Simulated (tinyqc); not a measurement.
Harmonic transition-state theory with quantum, tunnelling and friction corrections: one step, computed by the program tinyqc. Command: `OMP_NUM_THREADS=1 python tinyqc.py 3019553 3019554 out.jsonl rates walk`. One thread of a shared host (Intel(R) Xeon(R) Processor @ 2.30GHz), about 0.01 s of CPU time with the checks.

One atom hops between equivalent sites; three modes at the minimum and two real modes at the saddle are treated as harmonic, the rest of the crystal as unchanged; melting is ignored, so hot rows may lie above the melting point.

Question. Friction. Kramers: spatial-diffusion factor kappa_s = sqrt(1 + y^2) - y with y = gamma/(2 omega_b); weak-friction (energy-diffusion) estimate kappa_e = Delta/2 with Delta = (16/3)(gamma/omega_b) E_b/(k_B T), the energy lost in one round trip of a well at the barrier energy of a symmetric quartic double well, over k_B T (half of the escaping atoms fall back); bridge 1/kappa = 1/kappa_s + 1/kappa_e. omega_b = 2 pi nu_b; rate with friction = kappa k_cl.

Inputs (values chosen for the exercise, modelled on interstitial lithium in silicon):
```
quantity                                value  unit
barrier E_b                             0.658    eV
imaginary frequency at the saddle nu_b     10   THz
temperature T                             539     K
friction gamma/(2 pi)                    0.94   THz
```

Lattice of sites: three-dimensional. Correction studied: friction.

frequencies at the minimum (THz): 9.71  15.7  16.9

classical rate k_cl = 8762352 1/s

Constants: k_B = 8.617333262e-05 eV/K.

Give: y; kappa_s; kappa_e; transmission kappa; rate with friction.

Answer.

y = 0.047

kappa_s = 0.95410

kappa_e = 3.5511

transmission kappa = 0.75204

rate with friction = 6.5897e+06 1/s

Caution: h nu exceeds k_B T, so zero-point and tunnelling corrections to the classical rate matter. Caution: the bridge is a rough interpolation, good to tens of per cent near the turnover.
